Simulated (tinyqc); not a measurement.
Oxide trap near a transistor channel: two-state multiphonon kinetics, telegraph noise and bias instability: one step, computed by the program tinyqc.

An n-channel device under positive gate bias. The trap is empty (state 1) or holds an electron (state 2); both states are parabolas of equal curvature, and the electron reservoir is taken at the Fermi level of the channel.

Task: Barriers and time constants. E_21 = E_t - e F x is the energy of state 2 over state 1; barriers E_c = (E_R + E_21)^2/(4 E_R), E_e = E_c - E_21; tau_c = exp(E_c/k_B T)/(k_0 P), tau_e = exp(E_e/k_B T)/(k_0 P), P the tunnelling factor; occupation f_2 = tau_e/(tau_c + tau_e); 1/tau_0 = 1/tau_c + 1/tau_e.

Inputs (values chosen for the exercise, with an insulator like Si3N4 on silicon):
```
quantity,value,unit
insulator constant eps_ox,7.06,-
trap depth x from the interface,1.4,nm
tunnel barrier phi_b,2,eV
trap level above E_F at zero field E_t,0.83,eV
relaxation energy E_R,0.99,eV
oxide field F,6.7,MV/cm
attempt rate k_0 at the interface,5e+12,1/s
temperature T,250,K
```

Parts treated: one trap and an ensemble.

tunnelling factor = 1.950765e-06

Constants: k_B = 8.617333262e-05 eV/K.

Give: E_21; capture barrier E_c; emission barrier E_e; capture time tau_c; emission time tau_e; occupation f_2; tau_0.

Result:

E_21 = -0.108 eV

capture barrier E_c = 0.1964 eV

emission barrier E_e = 0.3044 eV

capture time tau_c = 9.354e-04 s

emission time tau_e = 0.1407 s

occupation f_2 = 0.9934

tau_0 = 9.292e-04 s

The trap is almost always filled at this bias. Caution: a field 1.5 times as high comes near the usual breakdown field of such an insulator. Caution: the field lowers the tunnel barrier appreciably over the trap depth, so the rectangular barrier understates the rate.
